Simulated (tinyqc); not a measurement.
Ideality, saturation current and resistance from three points.

Problem. Well above the saturation current a diode obeys V = n Vt ln(I/I0) + I Rs. Find n, Rs and I0.

Values chosen for this exercise: temperature T = 450 K.

Constants: q = 1.602176634e-19 C, kB = 1.380649e-23 J/K, Vt = kB T/q. Results are converted to the units shown.

currents (A): [6e-6, 0.0002, 0.04]
voltages (V): [0.85744632, 1.0099174, 1.2762486]

Solution. V is linear in the three unknowns n Vt, Rs and -n Vt ln I0, so three points give a linear system.

n = 1.120
Rs = 0.9100 ohm
I0 = 1.600e-14 A

tinyqc, about 0.01 s, one thread, Intel Xeon 2.30GHz (shared host): `OMP_NUM_THREADS=1 python tinyqc.py 2260118 2260119 out.jsonl`
